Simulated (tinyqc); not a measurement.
Inside a calculation. Method: tight binding, honeycomb lattice. Computed by tinyqc, a small Python program that keeps every step. Settings: t1 = 1.2, t2 = 0, phi = 1.57, delta = 0, points = 5. Command: `OMP_NUM_THREADS=1 python tinyqc.py 24248 24249 out.jsonl` (the two numbers bound the seeds that draw the settings). One thread of a shared host (Intel(R) Xeon(R) Processor @ 2.60GHz), about 0.01 s of CPU time with the checks.

## Bloch Hamiltonian at k

Parameters chosen for this model:
```
parameter     value                        unit
t1         1.200000                 eV, nearest
t2                0       eV, second neighbours
phi        1.570000  rad, phase of t2 (Haldane)
delta             0          eV, +/- on A and B
```

k point k (fractions of the reciprocal vectors): 0.160000  0.460000

H_AB = -t1 (1 + exp(-i k.a1) + exp(-i k.a2)); H_AA = delta - 2 t2 sum cos(k.b + phi), H_BB = -delta - 2 t2 sum cos(k.b - phi), b = a1, a2 - a1, -a2.

H(k) at k (eV):
```
                     A                    B
A             0.000000  -0.680692+1.311621i
B  -0.680692-1.311621i             0.000000
```

## Levels at k

Diagonalise the Hermitian matrix.

eigenvalues (eV): -1.477732  1.477732

weights |c|^2 of the basis functions:
```
     band 1    band 2
A  0.500000  0.500000
B  0.500000  0.500000
```

## Bloch Hamiltonian at K

k point K (fractions of the reciprocal vectors): 0.333333  0.666667

As before.

H(k) at K (eV):
```
          A         B
A  0.000000  0.000000
B  0.000000  0.000000
```

## Levels at K

As before.

eigenvalues (eV): 0.000000  0.000000

## Bands along a path

The same steps at evenly spaced points between the labelled ones.

Bands along the path (eV):
```
k             band 1    band 2
G          -3.600000  3.600000
G-K 0.20   -3.392509  3.392509
G-K 0.40   -2.805913  2.805913
G-K 0.60   -1.941641  1.941641
G-K 0.80   -0.949132  0.949132
K                  0         0
K-M 0.20   -0.405913  0.405913
K-M 0.40   -0.741641  0.741641
K-M 0.60   -0.992509  0.992509
K-M 0.80   -1.147554  1.147554
M          -1.200000  1.200000
M-K' 0.20  -1.147554  1.147554
M-K' 0.40  -0.992509  0.992509
M-K' 0.60  -0.741641  0.741641
M-K' 0.80  -0.405913  0.405913
K'                 0         0
```

With 1 band(s) filled, the highest filled level on these points lies at K and the lowest empty one at K: the bands touch or overlap, so there is no gap.
